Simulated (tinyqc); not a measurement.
# Changing the transverse spring k1T

Model: Born-von Karman spring model of a cubic crystal with one atom per cell. Computed by tinyqc, a small Python program. Command: `OMP_NUM_THREADS=1 python tinyqc.py 3028679 3028680 out.jsonl springs sweep`. One thread of a shared host (Intel(R) Xeon(R) Processor @ 2.30GHz), about 0.2 s of CPU time with the checks.

First neighbours lie at a/2 (1,1,1) (8 of them), second at a (1,0,0) (6), with all permutations and signs; the volume per atom is Omega = a^3/2. Two shells of springs match a real metal only roughly, above all at the zone boundary.

Inputs (values chosen for the exercise, modelled on iron):
```
quantity               value           unit
lattice constant a      2.87       angstrom
atomic mass M          55.85              u
radial spring k1L       3.19  eV/angstrom^2
radial spring k2L          1  eV/angstrom^2
transverse spring k2T  0.019  eV/angstrom^2
```

Lattice: bcc.

Constants: 1 eV/angstrom^3 = 160.2176634 GPa; nu for 1 eV/(angstrom^2 u) = 15.6333042 THz.

Method:
- [ij,kl] = (1/(2 Omega)) sum_R K_ij R_k R_l; C11 = [xx,xx], C44 = [xx,yy], C12 = 2 [xy,xy] - C44; B = (C11 + 2 C12)/3; Zener ratio A = 2 C44/(C11 - C12). K(R) = kL n n^T + kT (1 - n n^T).
- A neighbour at R with unit vector n couples by the matrix K(R) = kL n n^T + kT (1 - n n^T), and D(q) = (1/M) sum_R K(R) [1 - cos(q.R)].
- An eigenvalue lambda of D in eV/(angstrom^2 u) gives nu = 15.6333042 THz x sqrt(lambda).
- Take the highest frequency at H = (1, 0, 0) (2 pi/a).

One run for each value; columns: (1) transverse spring k1T (eV/angstrom^2); (2) C12 (GPa); (3) C44 (GPa); (4) bulk modulus B (GPa); (5) Zener ratio A; (6) highest frequency at H (THz):
```
(1)       (2)     (3)     (4)     (5)     (6)
-0.38  173.17   92.56  182.81  6.4015   7.531
-0.26  155.31  101.49  173.88  3.6433   7.894
-0.13  135.95  111.17  164.20  2.6236   8.269
0.00   116.60  120.84  154.52  2.1243   8.628
0.13    97.25  130.52  144.85  1.8280   8.973
0.26    77.89  140.20  135.17  1.6318   9.305
0.38    60.03  149.13  126.24  1.5016   9.601
0.51    40.68  158.80  116.56  1.3951   9.912
0.64    21.33  168.48  106.89  1.3127  10.214
```

What does the table show, and why?

Over the rows, C12 (GPa) falls from 173 to 21.3; C44 (GPa) rises from 92.6 to 168; bulk modulus B (GPa) falls from 183 to 107. The Cauchy pressure C12 - C44 falls linearly, from 80.6 to -147 GPa.

Extremes, crossings and ranges named in words are read from the listed rows.
